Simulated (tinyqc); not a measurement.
Worked calculation: Jacobi rotations on a symmetric matrix. One step of it, computed by the program tinyqc.

Question. Jacobi rotation 1. Take the largest off-diagonal element A_pq; tan 2 theta = 2 A_pq / (A_qq - A_pp) with |theta| <= pi/4; A' = J^T A J with J_pp = J_qq = cos, J_pq = sin, J_qp = -sin.

A, lower triangle:
```
          1          2          3          4         5
1  0.029000
2  0.139000   0.212000
3  0.511000  -0.341000   0.563000
4  0.076000  -0.172000  -0.437000   1.574000
5  0.006000  -0.130000  -0.445000  -0.632000  3.235000
```

Give: p, q, theta; A'.

Answer.

p, q, theta (rad): 4.000  5.000  -0.325

A', lower triangle:
```
        1       2       3      4      5
1   0.029
2   0.139   0.212
3   0.511  -0.341   0.563
4   0.074  -0.205  -0.556  1.361
5  -0.019  -0.068  -0.282  0.000  3.448
```
